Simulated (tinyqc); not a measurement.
# MOSFET with velocity saturation and source resistance, step by step

tinyqc, about 0.01 s, one thread, Intel Xeon 2.30GHz (shared host): `OMP_NUM_THREADS=1 python tinyqc.py 2500041 2500042 out.jsonl` Printed values are rounded.

Strong inversion, charge Q = Cox (Vg - m V) at channel potential V with Vg the gate overdrive, and drift velocity v = mu E/(1 + mu E/vsat). Integrating along the channel gives I = mu Cox (1/L)(Vg Vd - m Vd^2/2)/(1 + Vd/Vc) per width, Vc = vsat L/mu, which peaks at Vdsat. Units: I in uA/um, Rs in ohm um, so the drop over Rs is 1e-6 I Rs volts.

Values chosen for this exercise:
- Cox = 0.78 uF/cm^2 (gate capacitance)
- mu0 = 110 cm^2/(V s) (mobility at low gate voltage)
- th = 0.4 1/V (mobility degradation)
- vsat = 9.1e6 cm/s (saturation velocity)
- m = 1.1 (body factor)
- VT = 0.44 V (threshold)
- L = 0.07 um (channel length)
- Rs = 100 ohm um (source resistance)
- Vgs = 1.2 V (gate voltage)

Range of the model: At this length velocity overshoot and near-ballistic transport, left out here, matter.

## Saturation without source resistance

Vg = Vgs - VT (0 if negative), mu = mu0/(1 + th Vg), Vc = vsat L/mu, x = sqrt(1 + 2 Vg/(m Vc)), Vdsat = 2 Vg/(m (1 + x)), Isat = Cox vsat Vg (x - 1)/(x + 1) per width. Long-channel limit: mu Cox Vg^2/(2 m L); short-channel limit: Cox vsat Vg.

Vg = 0.76 V
mu = 84.3558 cm^2/(V s)
Vc = 0.755135 V
Vdsat = 0.515175 V
Isat = 137.210 uA/um
long-channel limit = 246.784 uA/um
short-channel limit = 539.448 uA/um

Isat is 0.556 of the long-channel and 0.254 of the short-channel limit.

## Iteration 1: saturation current with source resistance

I at the start = 0 uA/um

Vg = Vgs - I Rs - VT (0 if negative), mu = mu0/(1 + th Vg), Vc = vsat L/mu, x = sqrt(1 + 2 Vg/(m Vc)), Vdsat = 2 Vg/(m (1 + x)), Isat = Cox vsat Vg (x - 1)/(x + 1) per width. I(new) = Isat.

Vg = 0.76 V
mu = 84.3558 cm^2/(V s)
Vc = 0.755135 V
Vdsat = 0.515175 V
Isat = 137.210 uA/um
I after iteration 1 = 137.210 uA/um

## Iteration 2: saturation current with source resistance

As before.

Vg = 0.746279 V
mu = 84.7124 cm^2/(V s)
Vc = 0.751956 V
Vdsat = 0.507308 V
Isat = 133.613 uA/um
I after iteration 2 = 133.613 uA/um

## Course of the iteration: saturation current with source resistance

Stop when I changes by less than 1e-6 uA/um, or after 80 iterations.

Course of the iteration:
```
iteration  I (uA/um)  |change| (uA/um)
1            137.210               137
2            133.613              3.60
3            133.707            0.0940
4            133.705           2.46e-3
5            133.705           6.42e-5
6            133.705           1.68e-6
7            133.705           4.39e-8
```

Converged in 7 iterations. At the end each change is about 0.026 times the one before, with alternating sign: linear convergence. The resistance lowers Isat by 2.55 %.
